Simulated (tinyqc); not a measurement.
Defect equilibria of an oxide against oxygen pressure (mass action): one step, computed by the program tinyqc. Command: `OMP_NUM_THREADS=1 python tinyqc.py 3020020 3020021 out.jsonl brouwer walk`. One thread of a shared host (Intel(R) Xeon(R) Processor @ 2.30GHz), about 0.01 s of CPU time with the checks.

Defects: oxygen vacancies V (charge +2), electrons n, holes p, the ionic partner X = V_M'' (charge -2), and the dopant. Activities are taken equal to concentrations.

Question. Conductivities. sigma_n = e n mu_n, sigma_p = e p mu_p, sigma_ion = 2 e [V] mu_V with mu_V = 2 e D/(k_B T) and D = D_0 exp(-E_m/k_B T); only the oxygen vacancies carry ionic current, and the ionic transport number is sigma_ion over the total.

Inputs (values chosen for the exercise, for a model oxide):
```
quantity                         value        unit
temperature T                      700           K
electron mobility mu_n             0.1  cm^2/(V s)
hole mobility mu_p                 1.9  cm^2/(V s)
vacancy diffusion prefactor D_0   0.14      cm^2/s
vacancy migration energy E_m      0.57          eV
```

Ionic disorder: Schottky, oxide MO. Dopant (singly charged, fully ionised): acceptor.

n = 9.663700e+16 cm^-3

[V] = 9.004832e+19 cm^-3

p = 41194.59 cm^-3

Constants: k_B = 8.617333262e-05 eV/K; e = 1.602176634e-19 C.

Give: sigma_n; sigma_p; sigma_ion; total conductivity; ionic transport number.

Answer.

sigma_n = 0.001548 S/cm

sigma_p = 1.254e-14 S/cm

sigma_ion = 0.01055 S/cm

total conductivity = 0.01209 S/cm

ionic transport number = 0.8720

The conductor is mainly ionic here.
